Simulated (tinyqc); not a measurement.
Rotating the field: cyclotron resonance of ellipsoidal valleys, Ge type.

Valleys along [111], [-111], [1-11], [11-1], mass ml along the axis and mt across it. B lies in the (1-10) plane, b = (sin(theta)/sqrt2, sin(theta)/sqrt2, cos(theta)). For the angle phi between B and the axis, 1/mc^2 = cos^2(phi)/mt^2 + sin^2(phi)/(mt ml). Resonance: h nu = 2 muB B/mc, h = 2 pi hbar.

Inputs chosen for the exercise (out of a larger set: near those of Ge; not measured data): ml = 1.613 m0 (longitudinal mass); mt = 0.078 m0 (transverse mass); ths = (0, 10, 25, 35, 55, 70, 90) degrees (angles).

mc against theta; [-111] and [1-11] stay equal in this plane.

Cyclotron masses (m0):
```
theta (degrees)   [111]  [-111]  [11-1]
0                0.1290  0.1290  0.1290
10               0.1073  0.1307  0.1657
25               0.0891  0.1403  0.2783
55               0.0780  0.1996  0.1969
70               0.0807  0.2668  0.1305
90               0.0944  0.3547  0.0944
```

Give the missing row, theta (degrees) = 35.

Computed row:
```
theta (degrees)   [111]  [-111]  [11-1]
35               0.0826  0.1526  0.3546
```

All valleys give one line at theta = 0, B along [001], with mc = 0.1290. The [111] valley reaches mt at 54.7 degrees, and [11-1] reaches its largest value sqrt(ml mt) = 0.3547 at 35.3 degrees, where B is perpendicular to it; the listed maximum of that branch is 0.3546. The pair [-111], [1-11] reaches the same value at 90 degrees.

tinyqc: `OMP_NUM_THREADS=1 python tinyqc.py 1282441 1282442 out.jsonl`; about 0.01 s, one thread, shared Intel(R) Xeon(R) Processor @ 2.30GHz.
